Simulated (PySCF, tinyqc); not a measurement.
RHF in the 3-21g basis, for H2, spin multiplicity 1, step by step. The lowest restricted solution is unstable here: a spin-polarised one lies 0.0003 hartree lower (PySCF). One step of it, computed by the program tinyqc.

Question. Orthogonalisation. S = U s U^T; symmetric (Loewdin) form X = U s^(-1/2) U^T, so that X^T S X = 1.

overlap S, lower triangle:
```
          1H 1s     1H 2s     2H 1s     2H 2s
1H 1s  1.000000
1H 2s  0.645899  1.000000
2H 1s  0.096738  0.291074  1.000000
2H 2s  0.291074  0.617012  0.645899  1.000000
```

Give: eigenvalues of S; X.

Answer.

eigenvalues of S: 0.203  0.384  1.083  2.329

X, lower triangle:
```
        1H 1s   1H 2s   2H 1s  2H 2s
1H 1s   1.240
1H 2s  -0.484   1.484
2H 1s   0.022   0.023   1.240
2H 2s   0.023  -0.478  -0.484  1.484
```
